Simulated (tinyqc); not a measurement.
Pair-potential crystal by lattice sums: one step, computed by the program tinyqc.

Energy per atom E = (1/2) sum over neighbours of phi(r); d is the nearest-neighbour distance.

Question. Energy and virial pressure. E = (1/2) sum count x phi; P = -(1/(6 Omega)) sum count x r phi', Omega = 0.769800 d^3.

Inputs (values chosen for the exercise, for model atoms): pair minimum r0 = 3.06 angstrom; trial neighbour distance d/r0 = 1.

Potential: Morse. Structure: bcc.

Shells:
```
shell  count  r (angstrom)     phi (eV)  phi' (eV/angstrom)  phi'' (eV/angstrom^2)
1          8      3.060000  -0.03111544         -0.00092828              0.2130104
2          6      3.533384  -0.02058741          0.02871774             -0.0122486
3         12      4.996959  -0.00091839          0.00289792             -0.0065233
```

Constants: 1 eV/angstrom^3 = 160.2176634 GPa.

Give: energy at the trial distance; pressure at the trial distance.

Answer.

energy at the trial distance = -0.19173 eV/atom

pressure at the trial distance = -0.91993 GPa

The pressure is negative, so the lattice wants to contract.
